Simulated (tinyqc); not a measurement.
From results back to parameters: Franz-Keldysh effect at a direct gap. Three cases, with inputs chosen for the exercise.

Problem. In modulation spectra the extrema of the oscillations lie at E_n = Eg + th (3 pi (n - 1/2)/4)^(2/3) (the phase constant is taken as pi/2 here), with th = (c (e Fd)^2/mr)^(1/3), mr = me mhh/(me + mhh), c = hbar^2/2m0; 1 kV/cm = 1e-5 V/angstrom. Extrema n = 2 and n = 5 are given; Eg and the field are hidden.

Constants: hbar^2/2m0 = 3.80998211 eV angstrom^2.

Case 1.

Values chosen (out of a larger set: near those of GaAs; not measured data): me = 0.0697 m0 (electron mass); mhh = 0.509 m0 (heavy-hole mass).

E_2 = 1.45919 eV
E_5 = 1.52420 eV

Case 2.

Values chosen (out of a larger set: near those of InP; not measured data): me = 0.0815 m0 (electron mass); mhh = 0.628 m0 (heavy-hole mass).

E_2 = 1.39026 eV
E_5 = 1.43050 eV

Case 3.

Values chosen (out of a larger set: near those of GaAs; not measured data): me = 0.0692 m0 (electron mass); mhh = 0.509 m0 (heavy-hole mass).

E_2 = 1.46646 eV
E_5 = 1.52745 eV

Find: th; Eg; Fd.

Solution. E_n is linear in (3 pi (n - 1/2)/4)^(2/3): the slope is th and the intercept Eg; then e Fd = sqrt(th^3 mr/c).

Case 1.

th = 25.94 meV
Eg = 1.399 eV
Fd = 53 kV/cm

Case 2.

th = 16.06 meV
Eg = 1.353 eV
Fd = 28 kV/cm

Case 3.

th = 24.33 meV
Eg = 1.410 eV
Fd = 48 kV/cm

Computed by tinyqc, one run a case: `OMP_NUM_THREADS=1 python tinyqc.py N N+1 out.jsonl` with N = 1682429, 1682467, 1682473; one thread of a shared Intel(R) Xeon(R) Processor @ 2.30GHz, about 0.01 s a run at most.
